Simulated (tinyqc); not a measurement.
Undoped symmetric double-gate MOSFET, analytic potential model: effect of the temperature.

An undoped body of thickness ts between two equal insulators and tied gates; long channel, electrons only, n = ni exp((psi - V)/Vt) with V the quasi-Fermi potential (0 at the source, Vd at the drain), constant mobility, no quantisation. Across the body psi(x) = V - 2 Vt ln[(ts/(2 beta)) sqrt(q ni/(2 eps0 eps_r Vt)) cos(2 beta x/ts)], x from the centre. Q is the electron charge per area of the whole body.

Nc and Nv are given at 300 K and scale as (T/300 K)^1.5; Eg and mu are held fixed. ni = sqrt(Nc Nv) exp(-Eg/(2 Vt)), Eg in volts; r = eps_r tox/(eox ts); V0 = dphi + 2 Vt ln[(2/ts) sqrt(2 eps0 eps_r Vt/(q ni))]. beta (between 0 and pi/2) solves (Vg - V0 - V)/(2 Vt) = ln(beta) - ln(cos beta) + 2 r beta tan(beta). Q = 8 eps0 eps_r Vt beta tan(beta)/ts; I = mu (1/L)(4 eps0 eps_r/ts)(2 Vt)^2 [g(beta_s) - g(beta_d)] per width, g = beta tan(beta) - beta^2/2 + r beta^2 tan^2(beta), with beta_s at V = 0 and beta_d at V = Vd.  I(low) is taken at Vg = 0.43 V, Qs and I(high) at Vg = 1.18 V.

Inputs (values chosen for the exercise); material values close to those of silicon: band gap Eg = 1.1 eV; relative permittivity of the semiconductor eps_r = 11.5; conduction-band density of states at the reference temperature Nc = 2.82e19 cm^-3; valence-band density of states at the reference temperature Nv = 2.63e19 cm^-3; relative permittivity of the gate insulator eox = 23; insulator thickness tox = 12 nm; body thickness ts = 10 nm; gate work function less that of the intrinsic body dphi = 0.21 V; channel mobility mu = 380 cm^2/(V s); gate length L = 0.5 um; drain voltage Vd = 0.1 V.

Constants: q = 1.602176634e-19 C, kB = 1.380649e-23 J/K, Vt = kB T/q, eps0 = 8.8541878128e-14 F/cm where lengths are in cm. Results are converted to the units shown.

Result of one run:
```
T (K),V0 (V),I(low) (nA/um),Qs(high) (nC/cm^2),I(high) (uA/um)
400,0.6506,11.53,1411,96.22
```

What becomes of these results when the temperature T is changed from 400 to 220 K, all else the same?

Result of the changed run:
```
T (K),V0 (V),I(low) (nA/um),Qs(high) (nC/cm^2),I(high) (uA/um)
220,0.7055,0.001083,1332,89.50
```

The whole series:
```
T (K),V0 (V),I(low) (nA/um),Qs(high) (nC/cm^2),I(high) (uA/um)
220,0.7055,0.001083,1332,89.50
250,0.6967,0.01198,1341,90.32
280,0.6877,0.08157,1352,91.29
310,0.6786,0.3920,1365,92.38
340,0.6694,1.455,1379,93.58
370,0.6600,4.427,1395,94.86
400,0.6506,11.53,1411,96.22
430,0.6410,26.52,1429,97.65
```

As T goes from 220 to 430 K, I(low) rises from 0.00108 to 26.5 nA/um and I(high) rises from 89.5 to 97.7 uA/um. V0 falls from 0.705 to 0.641 V. In every row the surface density at the source at the higher gate voltage passes 0.3 Nc, where Boltzmann statistics fail. In every row the mobility is held fixed, though a real one changes with T.

Program tinyqc, `OMP_NUM_THREADS=1 python tinyqc.py 2440163 2440164 out.jsonl`; Intel Xeon 2.30GHz, shared host, one thread, about 0.03 s.
